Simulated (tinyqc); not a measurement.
Plane-wave Kohn-Sham cycle with exchange-only LDA in a layered model solid, step by step. One step of it, computed by the program tinyqc.

Task: Iteration 2: potential. V_H(G) = 4 pi rho(G)/G^2 for G != 0 (uniform background); v_x = -(3 rho/pi)^(1/3); V = V_ext + V_H + v_x; Fourier components f(G_m) = (1/N) sum_j f(x_j) exp(-i G_m x_j).

A solid whose potential varies along x alone (atomic units):
```
parameter                      value
period a                   16.200000
cross-section of the cell  38.000000
electrons per cell                 2
grid points                       16
plane waves -n..n, n               3
k points                           1
V1 in V1 cos(2 pi x/a)     -0.430000
```

density after iteration 1 (e/bohr^3): 0.00656435  0.00566649  0.00393402  0.00276660  0.00236558  0.00228798  0.00227658  0.00227438  0.00227421  0.00227438  0.00227658  0.00228798  0.00236558  0.00276660  0.00393402  0.00566649

Give: Potentials on the grid; V(G_m), m = 0, 1, 2, ....

Result:

Potentials on the grid (hartree):
```
x        V_ext     V_H     v_x       V
0.000   -0.430   0.165  -0.184  -0.449
1.012   -0.397   0.145  -0.176  -0.428
2.025   -0.304   0.094  -0.155  -0.365
3.038   -0.165   0.034  -0.138  -0.269
4.050        0  -0.021  -0.131  -0.152
5.062    0.165  -0.064  -0.130  -0.030
6.075    0.304  -0.096  -0.130   0.079
7.088    0.397  -0.114  -0.130   0.153
8.100    0.430  -0.121  -0.129   0.180
9.113    0.397  -0.114  -0.130   0.153
10.125   0.304  -0.096  -0.130   0.079
11.137   0.165  -0.064  -0.130  -0.030
12.150       0  -0.021  -0.131  -0.152
13.162  -0.165   0.034  -0.138  -0.269
14.175  -0.304   0.094  -0.155  -0.365
15.188  -0.397   0.145  -0.176  -0.428
```

V(G_m), m = 0, 1, 2, ... (hartree): -0.143  -0.157  0.004  0.000  0.000  0.000  0.000
